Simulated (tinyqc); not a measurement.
Comparisons within one model: interface roughness in a thin film (subband fluctuation and scattering). A value that a table varies takes the place of the one given here.

Square well of width t, barriers V0, c = hbar^2/2m0: E1 solves k t + 2 atan[(k/mz)/(kappa/mb)] = pi, k = sqrt(mz E/c), kappa = sqrt(mb (V0 - E)/c). One interface is rough, so the subband edge fluctuates by G dt with G = |dE1/dt| (central difference of 0.01 angstrom; 2 E1/t for hard walls).

Gaussian roughness spectrum S(q) = pi D^2 Lc^2 exp(-q^2 Lc^2/4). Degenerate gas, taken to fill one subband (the second starts to fill once c kF^2/md exceeds E2 - E1, which is not tested here): kF = sqrt(2 pi Ns/gv), q = 2 kF sin(theta/2), 1/tau = (md/(2 pi c hbar)) G^2 times the integral from 0 to pi of S(q)(1 - cos theta)/eps(q)^2 dtheta, eps(q) = 1 + qs/q with screening (qs = gv md q0/(c eps), q0 = e^2/(4 pi eps0), form factors left out, which overstates the screening; other scattering is left out too, so these values lie far above measured mobilities in all but the thinnest films) or 1 without; mobility = tau c2/md with c2 = e/m0 = 1.75882e15 cm^2/(V s^2); 1e12/cm^2 = 1e-4/angstrom^2.

Constants: hbar^2/2m0 = 3.80998211 eV angstrom^2; hbar = 6.58211957e-16 eV s; e^2/(4 pi eps0) = 14.39964547 eV angstrom.

Inputs chosen for the exercise (near those of a thin Ge channel on (111), one valley; shifted at random, so the results belong to these values and not to a real crystal):
- mz = 1.549 m0 (confinement mass)
- V0 = 2.09 eV (barrier)
- mb = 0.28 m0 (barrier mass)
- md = 0.084 m0 (mass in the plane)
- gv = 1 (valleys)
- D = 3.5 angstrom (rms height of the roughness)
- Lc = 20 angstrom (correlation length)
- Ns = 2.8 x 1e12/cm^2 (sheet density)
- eps = 11.5 (mean dielectric constant at the channel)
- ts = (18, 22, 27, 32, 40, 51, 67) angstrom (thicknesses)
- t = 32 angstrom (film thickness)
- Ll = (5, 10, 16, 25, 40, 65, 100) angstrom (correlation lengths)

## The sixth-power law

Screened mobility against thickness for the finite barrier and for hard walls.

Results:

| t (angstrom) | E1 (meV) | G (meV/angstrom) | mobility (cm^2/(V s)) | the same, hard walls |
|---|---|---|---|---|
| 18 | 67.7 | 7.140 | 5.35e+03 | 3.93e+03 |
| 22 | 46.2 | 4.023 | 1.68e+04 | 1.31e+04 |
| 27 | 31.1 | 2.228 | 5.49e+04 | 4.48e+04 |
| 32 | 22.4 | 1.360 | 1.47e+05 | 1.24e+05 |
| 40 | 14.5 | 0.708 | 5.43e+05 | 4.74e+05 |
| 51 | 9.0 | 0.347 | 2.27e+06 | 2.03e+06 |
| 67 | 5.3 | 0.155 | 1.14e+07 | 1.05e+07 |

With hard walls G goes as 1/t^3 and the mobility as t^6. With the finite barrier the local exponent is 5.72 at the thin end and 5.91 at the thick end, since the envelope leaks out and softens the dependence. The least value is 5.35e+03 cm^2/(V s). EF - E1 = 80 meV exceeds about 3 E1, the distance to the next subband of the ladder, from 32 angstrom on, where the one-subband formula no longer holds. The gate field, which also presses carriers to the interface, is left out. Below about 20 angstrom the effective-mass picture is itself doubtful.

## Correlation length

Fixed D; bare and screened mobility.

Results:

| Lc (angstrom) | kF Lc | bare mobility (cm^2/(V s)) | screened mobility (cm^2/(V s)) |
|---|---|---|---|
| 5 | 0.21 | 7.26e+05 | 1.42e+06 |
| 10 | 0.42 | 2.00e+05 | 3.95e+05 |
| 16 | 0.67 | 9.56e+04 | 1.90e+05 |
| 25 | 1.05 | 6.15e+04 | 1.26e+05 |
| 40 | 1.68 | 6.73e+04 | 1.53e+05 |
| 65 | 2.73 | 1.30e+05 | 4.20e+05 |
| 100 | 4.19 | 2.19e+05 | 1.10e+06 |

The bare mobility is lowest at Lc = 25 angstrom of those listed (kF Lc = 1.05). The screened mobility is lowest at Lc = 25 angstrom of those listed (kF Lc = 1.05). Short roughness averages out (mobility as 1/Lc^2; the first two rows give exponent -1.86), and long roughness deflects only by small angles (bare mobility rising as Lc; the last two rows give 1.21).

## What each parameter does

G, G D, and the screened mobility. Each row changes one parameter from the base and keeps the others.

Results:

| case | G (meV/angstrom) | G D (meV) | mobility (cm^2/(V s)) |
|---|---|---|---|
| base | 1.360 | 4.76 | 1.474e+05 |
| t = 38 angstrom | 0.823 | 2.88 | 4.024e+05 |
| D = 4.55 angstrom | 1.360 | 6.19 | 8.724e+04 |
| Lc = 28 angstrom | 1.360 | 4.76 | 1.228e+05 |
| Ns = 4.48 x 1e12/cm^2 | 1.360 | 4.76 | 1.771e+05 |
| mz = 1.781 m0 | 1.196 | 4.19 | 1.906e+05 |
| md = 0.097 m0 | 1.360 | 4.76 | 1.206e+05 |
| V0 = 1.46 eV | 1.337 | 4.68 | 1.525e+05 |
| eps = 13.8 | 1.360 | 4.76 | 1.337e+05 |

The largest shifts from the base row, up to three for each result and ties (the steps differ in size, so this ranks the rows, not the parameters). G (meV/angstrom): t -0.537, mz -0.164, V0 -0.023; unchanged at the printed digits by D, Lc, Ns, md and eps. G D (meV): t -1.88, D +1.43, mz -0.57; unchanged at the printed digits by Lc, Ns, md and eps. mobility (cm^2/(V s)): t +2.55e+05, D -6.02e+04, mz +4.32e+04. In the base case G D is 0.06 times EF - E1 = 79.8 meV.

tinyqc: `OMP_NUM_THREADS=1 python tinyqc.py 1282073 1282074 out.jsonl`; about 0.02 s, one thread, shared Intel(R) Xeon(R) Processor @ 2.30GHz.
